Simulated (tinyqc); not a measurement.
What moves the results: heterojunction of two tight-binding chains. A value that a table varies takes the place of the one given here.

Left chain: hopping -t1, sites at 2 t1 (band bottom 0). Right chain: hopping -t2, sites at dE + 2 t2 (bottom dE). t = c/(m a^2), c = hbar^2/2m0. The bond across the interface is -tc with tc = f sqrt(t1 t2), and the last left site has the extra energy U. In a chain E = bottom + 2t (1 - cos(ka)); the surface Green function of a half chain is g = -exp(ika)/t, with Im k > 0 where cos(ka) > 1.

Constants: hbar^2/2m0 = 3.80998211 eV angstrom^2.

Inputs chosen for the exercise (masses and offset of the size met at InGaAs / InAlAs; not measured data):
- a = 5.65 angstrom (site spacing)
- m1 = 0.043 m0 (mass on the left)
- m2 = 0.082 m0 (mass on the right)
- dE = 0.49 eV (band offset)
- f = 1 (factor on the interface hopping)
- U = 0.16 eV (extra energy on the last left site)
- E = 0.559 eV (electron energy)

## Transmission against energy, and which matching rule a chain obeys

Chain A is the junction as given; chain B has tc = sqrt(t1 t2) and U = 0; chain C has tc = t2 and U = t2 - t1, the finite-difference form of -d/dx (c/m) d/dx. Continuum formulas T = 4 x y/(x + y)^2 with parabolic k: x, y = k/m on each side (BenDaniel-Duke) or x, y = k (slope continuous).

T:
```
E - dE (eV)  E (eV)  chain A  chain B  chain C  k/m matched  k matched
0.002         0.492   0.3018   0.2919   0.1653       0.1687     0.2975
0.005         0.495   0.4336   0.4209   0.2481       0.2530     0.4281
0.010         0.500   0.5531   0.5386   0.3309       0.3371     0.5468
0.020         0.510   0.6811   0.6661   0.4314       0.4388     0.6745
0.050         0.540   0.8392   0.8263   0.5833       0.5918     0.8333
0.100         0.590   0.9286   0.9195   0.6989       0.7077     0.9243
0.200         0.690   0.9804   0.9762   0.7987       0.8073     0.9784
0.400         0.890   0.9976   0.9983   0.8715       0.8800     0.9985
```

How do the results move?

Chain C follows the k/m rule within 0.0088 and chain B the plain k rule within 0.0084, while the two rules differ by up to 0.2415: in B the self-energy of the right side is -t1 exp(i k2 a), so only k2 enters, and in C it is -t2 exp(i k2 a), which carries 1/m2. Chain A, with f = 1 and U = 0.16 eV, has an interface term of its own and lies up to 0.0150 from B and 0.2559 from C.

## When the interface binds a state

A state below both bands solves E - 2 t1 - U - S1(E) - S2(E) = 0 for E < 0, with S1 = -t1 z1, S2 = -(tc^2/t2) z2 and |z| < 1 the decaying root of z + 1/z = 2 - (E - bottom)/t. Decay lengths -a/ln|z|. The threshold is the U that solves the equation at E = 0. A dash: no bound state.

Interface state:
```
U (eV)   E (eV)  decay left (angstrom)  decay right (angstrom)
-0.36         -                      -                       -
-0.73         -                      -                       -
-1.09         -                      -                       -
-1.33   -0.0047                  137.8                     9.8
-1.57   -0.0351                   50.3                     9.5
-1.94   -0.1180                   27.4                     8.9
-2.42   -0.2703                   18.2                     8.0
-3.63   -0.8154                   10.5                     6.2
```

threshold U = -1.2097 eV

How do the results move?

The step pushes the state out, so an attraction must exceed 1.2097 eV to bind; 5 of the 8 rows are bound. At U = -3.63 eV the state decays over 10.5 angstrom to the left and 6.2 to the right, where the band lies higher.

## What each parameter does

T = 4 Im(S1) Im(S2) |G|^2 with G = 1/(E - 2 t1 - U - S1 - S2), S1 = -t1 exp(i k1 a), S2 = -(tc^2/t2) exp(i k2 a). Each row changes one parameter from the base and keeps the others.

Results:
```
case                    T    k1 a    k2 a
base               0.8851  0.4526  0.2182
m1 = 0.0516 m0     0.8577  0.4967  0.2182
m2 = 0.0984 m0     0.9111  0.4526  0.2391
dE = 0.44 eV       0.9541  0.4526  0.2869
f = 0.9            0.7611  0.4526  0.2182
U = 0.36 eV        0.8801  0.4526  0.2182
a = 4.52 angstrom  0.8832  0.3610  0.1744
```

What does this show?

The largest shifts from the base row, up to three for each result and ties (the steps differ in size, so this ranks the rows, not the parameters). T: f -0.1240, dE +0.0690, m1 -0.0273. k1 a: a -0.0917, m1 +0.0441; unchanged at the printed digits by m2, dE, f and U. k2 a: dE +0.0688, a -0.0438, m2 +0.0209; unchanged at the printed digits by m1, f and U.

tinyqc: `OMP_NUM_THREADS=1 python tinyqc.py 1482676 1482677 out.jsonl`; about 0.01 s, one thread, shared Intel(R) Xeon(R) Processor @ 2.30GHz.
